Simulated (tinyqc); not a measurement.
Inside a calculation. Method: Pariser-Parr-Pople SCF with singles CI, for the molecule C=C1C=CC=CC=C1 (SMILES; centres numbered as the heavy atoms are written). One step of it, computed by the program tinyqc.

Question. Singles CI, triplets. Over the 4 single excitations with the smallest orbital gaps: A = (e_a - e_i) delta - (ij|ab), with (pq|rs) = sum c_mp c_mq gamma_mn c_nr c_ns.

orbital energies (eV): -13.615067  -11.651243  -11.243990  -7.993041  -2.494335  -1.573187  1.357071  1.988920

coefficients:
```
         MO1        MO2        MO3        MO4        MO5        MO6        MO7        MO8
1C  0.195834   0.354842   0.000000   0.626646   0.000000   0.551900   0.000000  -0.372099
2C  0.419992   0.519188   0.000000   0.248245   0.000000  -0.357648   0.000000   0.603749
3C  0.375277   0.214868   0.427161  -0.329179   0.504564  -0.177955   0.250896  -0.415899
4C  0.360485  -0.156514   0.521581  -0.267405  -0.234870   0.453108  -0.415680   0.262187
5C  0.349064  -0.481249   0.213277   0.304927  -0.436178  -0.216269   0.514064  -0.082468
6C  0.349064  -0.481249  -0.213277   0.304927   0.436178  -0.216269  -0.514064  -0.082468
7C  0.360485  -0.156514  -0.521581  -0.267405   0.234870   0.453108   0.415680   0.262187
8C  0.375277   0.214868  -0.427161  -0.329179  -0.504564  -0.177955  -0.250896  -0.415899
```

repulsion gamma_rs (eV), lower triangle:
```
           1C         2C         3C         4C         5C         6C         7C         8C
1C  11.130000
2C   5.345539  11.130000
3C   3.929087   5.345691  11.130000
4C   2.871015   3.772432   5.345136  11.130000
5C   2.476173   3.243428   3.773541   5.346273  11.130000
6C   2.476173   3.243428   3.243926   3.773156   5.345539  11.130000
7C   2.871015   3.772432   3.243627   3.243332   3.773156   5.346273  11.130000
8C   3.929087   5.345691   3.773721   3.243627   3.243926   3.773541   5.345136  11.130000
```

Give: triplet CI matrix; triplet excitation energies.

Answer.

triplet CI matrix (eV), lower triangle:
```
        4>5      4>6     3>5     2>5
4>5  1.0521
4>6  0.0000   1.4161
3>5  0.0000  -0.5230  3.6463
2>5  0.7016   0.0000  0.0000  4.3071
```

triplet excitation energies (eV): 0.9073  1.2996  3.7629  4.4519
